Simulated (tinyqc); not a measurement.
What moves the results: six-band Luttinger-Kohn model with strain. A value that a table varies takes the place of the one given here.

Six-band Luttinger-Kohn model in the basis |3/2,3/2>, |3/2,1/2>, |3/2,-1/2>, |3/2,-3/2>, |1/2,1/2>, |1/2,-1/2>, electron energies, zero at the top of the unstrained valence band. H = -[rows: (P+Q, -S, R, 0, -S/r2, r2 R); (-S*, P-Q, 0, R, -r2 Q, r32 S); (R*, 0, P-Q, S, r32 S*, r2 Q); (0, R*, S*, P+Q, -r2 R*, -S*/r2); (-S*/r2, -r2 Q, r32 S, -r2 R, P+Dso, 0); (r2 R*, r32 S*, r2 Q, -S/r2, 0, P+Dso)], r2 = sqrt(2), r32 = sqrt(3/2). Levels are twofold.

P = c g1 k^2 - av tr(e); Q = c g2 (kx^2 + ky^2 - 2 kz^2) - (b/2)(exx + eyy - 2 ezz); R = c sqrt3 [-g2 (kx^2 - ky^2) + 2i g3 kx ky] + (sqrt3/2) b (exx - eyy) - i d exy; S = 2 c sqrt3 g3 (kx - i ky) kz - d (exz - i eyz); c = hbar^2/2m0, e the strain tensor (not engineering shear).

s11 = (C11 + C12)/((C11 - C12)(C11 + 2 C12)), s12 = -C12/((C11 - C12)(C11 + 2 C12)), s44 = 1/C44; exx = s11 sxx + s12 (syy + szz) and cyclic, exy = s44 sxy/2; tension is positive. A uniaxial stress X along the unit vector n is s_ij = X n_i n_j.

Constants: hbar^2/2m0 = 3.80998211 eV angstrom^2; kB = 8.617333262e-05 eV/K.

Values chosen for the exercise (near those of Ge; not measured data): Dso = 0.288 eV (spin-orbit splitting); g1 = 13.29 (Luttinger gamma1); g2 = 4.24 (gamma2); g3 = 5.7 (gamma3); av = 1.27 eV (valence hydrostatic potential); b = -2.55 eV (tetragonal shear potential); d = -5.45 eV (trigonal shear potential); C11 = 128.4 GPa; C12 = 48.2 GPa; C44 = 65 GPa; load = uniaxial [001] (kind of stress); X1 = 1 GPa (size of the stress); T = 350 K (temperature); E_h = 10 meV (hole energy below the top); X = -0.41 GPa (stress).

## Sweep of a uniaxial [001] stress

Edges at k = 0 and curvature masses of the top pair along [110] and [001] (step 0.0002 1/angstrom); at zero stress the top is fourfold and has no single curvature.

Edges and masses:

| X (GPa) | top (eV) | second (eV) | third (eV) | splitting (meV) | m [110] | m [001] |
|---|---|---|---|---|---|---|
| -3.00 | 0.1211 | -0.1123 | -0.3477 | 233.5 | 0.167 | 0.036 |
| -2.00 | 0.0740 | -0.0749 | -0.3210 | 148.8 | 0.153 | 0.037 |
| -1.00 | 0.0323 | -0.0374 | -0.2999 | 69.8 | 0.133 | 0.040 |
| 0.00 | 0.0000 | 0.0000 | -0.2880 | 0.0 | - | - |
| 1.00 | 0.0374 | -0.0185 | -0.2900 | 55.9 | 0.057 | 0.208 |
| 2.00 | 0.0749 | -0.0207 | -0.3083 | 95.6 | 0.057 | 0.208 |
| 3.00 | 0.1123 | -0.0090 | -0.3405 | 121.3 | 0.057 | 0.208 |

How do the results move?

The splitting reaches 233.5 meV under compression and 121.3 meV under the same tension; linear shear terms alone would make the two equal, and the difference comes from the coupling to the split-off band. At the ends of the sweep the top pair has a mass along [110] of 0.167 under compression and 0.057 under tension, so tension gives the lighter holes along [110]; along [001] it has 0.036 and 0.208. The top edge itself moves by +121 and +112 meV. The ends of the sweep mean strains up to 2.9 %, beyond the range of linear deformation potentials.

## Which stress helps holes along [110]

Each load has size X1 (biaxial: sxx = syy); masses are curvatures of the top pair at k = 0.

Results:

| load | splitting (meV) | top edge (meV) | m [110] | m [001] |
|---|---|---|---|---|
| uniaxial [110], compression | 56.7 | 24.9 | 0.037 | 0.139 |
| uniaxial [110], tension | 47.8 | 32.1 | 0.335 | 0.052 |
| uniaxial [100], compression | 69.8 | 32.3 | 0.062 | 0.133 |
| uniaxial [100], tension | 55.9 | 37.4 | 0.090 | 0.057 |
| uniaxial [111], compression | 52.1 | 22.3 | 0.048 | 0.075 |
| uniaxial [111], tension | 44.0 | 29.9 | 0.132 | 0.075 |
| biaxial (001), compression | 55.9 | 20.5 | 0.057 | 0.208 |
| biaxial (001), tension | 69.8 | 49.3 | 0.133 | 0.040 |

How do the results move?

The lightest mass along [110] (0.037) comes with uniaxial [110], compression. The largest splitting (69.8 meV) comes with uniaxial [100], compression; biaxial (001), tension. The heaviest mass along [001] (0.208), which lowers the confinement energy in a (001) channel, comes with biaxial (001), compression. The splitting per GPa follows b (s11 - s12) for loads along cube axes and d s44 for [111]: here 2 |b| (s11 - s12) = 63.6 and |d| s44/sqrt3 = 48.4 meV per GPa in the limit of large Dso; where the splitting nears Dso, mixing with the split-off band makes it depend on the sign of the load.

## Thermally averaged conductivity mass under uniaxial [001] stress

Non-degenerate holes: weights exp(E/kT) on a 16 x 16 x 16 grid of midpoints in the cube |k_i| < 0.2 1/angstrom; 1/m_c = <(dE/dk_u)^2>/(hbar^2 kT) along [110], over all six bands. With an unchanged scattering time the mobility goes as 1/m_c.

Averages:

| X (GPa) | share of the top pair | m_c (m0) | gain m_c(0)/m_c |
|---|---|---|---|
| -3.00 | 1.000 | 0.233 | 1.067 |
| -1.00 | 0.983 | 0.257 | 0.971 |
| 0.00 | 0.961 | 0.249 | 1.000 |
| 1.00 | 0.979 | 0.227 | 1.096 |
| 3.00 | 0.995 | 0.166 | 1.502 |

What can be read from the table?

The largest gain from mass alone is 1.50 at X = 3.00 GPa, where the top pair holds 99 % of the holes (96 % without stress); the opposite end of the sweep gives 1.07; the grid is good to about 0.02 in these ratios. The average reaches energies of a few kT, beyond the range of the edge curvature, and changes of scattering are left out. The ends of the sweep lie beyond the range of linear deformation potentials.

## Warping of the constant-energy contours (six-band Luttinger-Kohn model)

No strain (e = 0). In the plane kz = 0, |k| where the top and second pairs lie E_h below the top, against the angle from [100]; m = c k^2/E_h.

Contours:

| angle (degrees) | k top (1/angstrom) | k second (1/angstrom) | m top (m0) | m second (m0) |
|---|---|---|---|---|
| 0 | 0.0234 | 0.0110 | 0.208 | 0.046 |
| 9 | 0.0240 | 0.0110 | 0.219 | 0.046 |
| 18 | 0.0258 | 0.0108 | 0.253 | 0.045 |
| 27 | 0.0285 | 0.0107 | 0.309 | 0.043 |
| 36 | 0.0314 | 0.0106 | 0.376 | 0.043 |
| 45 | 0.0328 | 0.0105 | 0.409 | 0.042 |

What does this show?

The heavy contour reaches 1.403 times as far along [110] as along [100], the light one 0.953 times. The warping follows g3 - g2 = 1.46 and would vanish for g2 = g3. Along [100] the heavy mass is 1/(g1 - 2 g2) = 0.208 at any energy, while the light one is 0.0464, against 1/(g1 + 2 g2) = 0.0459 at the edge, for E_h/Dso = 0.03.

## What each parameter does

Edges at k = 0 under a uniaxial [001] stress X and the curvature mass of the top pair along [110] (step 0.0002 1/angstrom). Each row changes one parameter from the base and keeps the others.

Results:

| case | top (eV) | second (eV) | third (eV) | mass (m0) |
|---|---|---|---|---|
| base | 0.0118 | -0.0154 | -0.2914 | 0.120 |
| Dso = 0.23 eV | 0.0121 | -0.0154 | -0.2337 | 0.122 |
| C44 = 52 GPa | 0.0118 | -0.0154 | -0.2914 | 0.120 |
| b = -2.04 eV | 0.0088 | -0.0127 | -0.2910 | 0.118 |
| C11 = 154.08 GPa | 0.0084 | -0.0120 | -0.2907 | 0.118 |
| g2 = 3.392 | 0.0118 | -0.0154 | -0.2914 | 0.107 |
| av = 1.016 eV | 0.0123 | -0.0149 | -0.2910 | 0.120 |
| X = -0.492 GPa | 0.0145 | -0.0184 | -0.2924 | 0.122 |

How do the results move?

The largest shifts from the base row, up to three for each result and ties (the steps differ in size, so this ranks the rows, not the parameters). top (eV): C11 -0.0034, b -0.0030, X +0.0026; unchanged at the printed digits by C44 and g2. second (eV): C11 +0.0034, X -0.0031, b +0.0026; unchanged at the printed digits by Dso, C44 and g2. third (eV): Dso +0.0577, X -0.0009, C11 +0.0007; unchanged at the printed digits by C44 and g2. mass (m0): g2 -0.013, Dso +0.002, C11 -0.002, b -0.002, X +0.002; unchanged at the printed digits by C44 and av. The Luttinger parameters multiply k^2 and cannot move the edges; av shifts all edges alike and leaves the mass.

tinyqc: `OMP_NUM_THREADS=1 python tinyqc.py 1050439 1050440 out.jsonl`; about 0.2 s, one thread, shared Intel(R) Xeon(R) Processor @ 2.30GHz.
